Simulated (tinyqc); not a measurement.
Inside a calculation: Peierls distortion of a half-filled chain. Values are carried at full precision from step to step, so a last printed digit may differ when a step is redone from the rounded ones.

Atoms move by +/- u, so bonds change by -/+ 2u and hoppings are t +/- 2 al u. Bands E = -/+ sqrt((2 t cos x)^2 + D^2 sin^2 x) with D = 4 al u, x = k a in (0, pi/2); the gap is 2D. Energy per atom at zero temperature: E(u) = -mean_x sqrt(...) + 2 K u^2; exactly, the mean is (4t/pi) E(1 - z^2), z = D/2t, E the complete elliptic integral of the second kind with parameter m. Coupling lambda = 2 al^2/(pi t K).

Constants: kB = 8.617333262e-05 eV/K.

Values chosen for the exercise: t = 2.84 eV (hopping of the even chain); al = 4.3 eV/angstrom (change of hopping with bond length); K = 15.7 eV/angstrom^2 (spring constant of a bond); u = 0.07 angstrom (trial shift of alternate atoms); N = 4 (k points).

## Energy at a trial distortion

Use the mesh x_j = (j + 1/2) pi/(2N), j = 0 .. N-1, and also the elliptic integral.

D = 1.2040 eV

|E| on the mesh (eV): [5.5758, 4.7699, 3.3106, 1.6194]

band energy on the mesh = -3.8189 eV
elastic energy = 0.1539 eV
total, exact = -3.6628 eV
exact E(u) - E(0) = -0.0468 eV

This distortion lowers the energy; the mesh errs by -2.29 meV.

## The equilibrium distortion

dE/du = 0 gives 1 = (4 al^2/K) mean(sin^2 x/|E|); solve with the exact mean, and compare with the weak-coupling form D = 8 t exp(-1 - 1/(2 lambda)).

lambda = 0.2640
u0 = 0.0781 angstrom
gap 2D = 2.687 eV
gap, weak coupling = 2.515 eV
E(u0) - E(0) per atom = -47.73 meV

Long and short bonds differ by 4 u0 = 0.3125 angstrom. The weak-coupling gap is 0.936 of the full one. The gain is far smaller than the gap, since only states near the zone edge move.

## Length and phonon scales

Coherence length xi/a = 2t/D with D half the gap; mean-field transition kB Tp = D/1.764 (weak coupling); for the optical mode at the zone edge (omega_R/omega_0)^2 = 2 lambda at weak coupling.

xi/a = 4.23
Tp = 8.84e+03 K
omega_R/omega_0 = 0.727

Tp is a mean-field scale: in a single chain fluctuations forbid the transition, and coupling between chains sets the real one, far lower.

## Checks

- Total energy at u0 on 4000 points against the elliptic integral (eV): both -3.66373.

Run: tinyqc, `OMP_NUM_THREADS=1 python tinyqc.py 1681084 1681085 out.jsonl`; Intel(R) Xeon(R) Processor @ 2.30GHz, one thread, shared host; about 0.08 s of CPU time with all checks.
